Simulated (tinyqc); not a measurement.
Changing the mass of the heavy element at fixed Z and stopping: Rutherford backscattering from a thin compound film on silicon: kinematics, yields, composition and thickness. Computed by tinyqc, a small Python program. Command: `OMP_NUM_THREADS=1 python tinyqc.py 3024449 3024450 out.jsonl rbs sweep`. One thread of a shared host (Intel(R) Xeon(R) Processor @ 2.30GHz), about 0.01 s of CPU time with the checks.

Singly charged helium ions (Z1 = 2, M1 = 4.0026 u) enter at the tilt angle a1 to the normal and leave at a2 = |180 - theta - tilt| in the same plane. The film is A B_x.

Inputs (values chosen for the exercise, modelled on a helium beam on TaN):
```
quantity                                value           unit
beam energy E0                            1.6            MeV
scattering angle theta                    165        degrees
tilt of the sample                          7        degrees
heavy element: stopping eps_A at 2 MeV    108  1e-15 eV cm^2
light element: mass M_B                    14              u
light element: stopping eps_B at 2 MeV   32.9  1e-15 eV cm^2
atoms of B per atom of A, x              1.11              -
atomic density of the film               86.9         1/nm^3
film thickness d                           11             nm
detector resolution (FWHM)                 12            keV
```

Method:
- Kinematic factor K = [(sqrt(M^2 - M1^2 sin^2 theta) + M1 cos theta)/(M + M1)]^2.
- Surface edges lie at K E0; substrate silicon has M = 28.09 u. Mass resolution at M_A = resolution/(E0 dK/dM).
- Stopping per atom eps(E) = eps(2 MeV) (E/2 MeV)^(-0.4) (a law chosen for the exercise); Bragg rule eps_film = (eps_A + x eps_B)/(1 + x); areal density N d, with 1/nm^2 = 0.1 x 1e15/cm^2.
- Width of the signal of element i: [K_i eps(E0)/cos a1 + eps(K_i E0)/cos a2] N d; depth resolution = resolution x d/width of A; energy lost on the way in = eps(E0) N d/cos a1.

One run for each value:
```
heavy element: mass M_A (u)  mass resolution at M_A (u)  depth resolution (nm)
30                                                0.714                 10.013
45                                                1.359                  9.853
60                                                2.221                  9.723
80                                                3.704                  9.604
110                                               6.645                  9.493
140                                              10.444                  9.424
170                                              15.100                  9.378
200                                              20.615                  9.344
```

Over the rows, mass resolution at M_A (u) rises from 0.714 to 20.6 (exponent d ln y / d ln x 1.6 between the first rows and 1.9 between the last); depth resolution (nm) falls from 10.0 to 9.34 (exponent d ln y / d ln x -0.040 between the first rows and -0.022 between the last). For M much above M1, 1 - K falls as 1/M, so dK/dM falls as 1/M^2.
